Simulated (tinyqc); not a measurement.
Out-diffusion of a doped substrate or buried layer into a growing epitaxial film: one step, computed by the program tinyqc.

x is counted from the original substrate surface into the film, whose surface moves as x = v t. Substrate dopant has one diffusivity; the dopant of the film is taken as uniform.

Problem. Transition width. After growth and the later budget: l2 = 2 sqrt(D t + (Dt)2); C(x) = (C_s/2) erfc(x/l2) + share x C_s exp(-x/decay length) for x > 0 (autodoping taken as unchanged by the later budget). The transition x_t solves C(x) = C_e, where the total doping is twice the intended value. Usable film = d - x_t. Also give x_t for the erfc term alone, after growth and after the later budget.

Inputs (values chosen for the exercise, modelled on antimony in silicon):

| quantity | value | unit |
|---|---|---|
| substrate concentration C_s | 2.3e+19 | 1/cm^3 |
| film doping C_e | 6.5e+14 | 1/cm^3 |
| film thickness d | 2 | um |
| growth temperature T | 1050 | C |
| autodoping level at the start, as a share of C_s | 0.0004 | - |
| decay length of autodoping | 0.39 | um |
| later thermal budget (Dt)2 | 2.3e-11 | cm^2 |

Film doping: same type as the substrate.

length l = 0.03478581 um

Give: length l2; x_t after growth, erfc alone; x_t after the later budget, erfc alone; x_t with autodoping; usable film.

Solution.

length l2 = 0.1020 um

x_t after growth, erfc alone = 0.09905 um

x_t after the later budget, erfc alone = 0.2905 um

x_t with autodoping = 1.033 um

usable film = 0.9665 um

Autodoping sets the transition. The later budget is 7.6 times that of the growth. Caution: the substrate doping is comparable to or above the intrinsic density at growth temperature, so the diffusivity may be higher on that side.
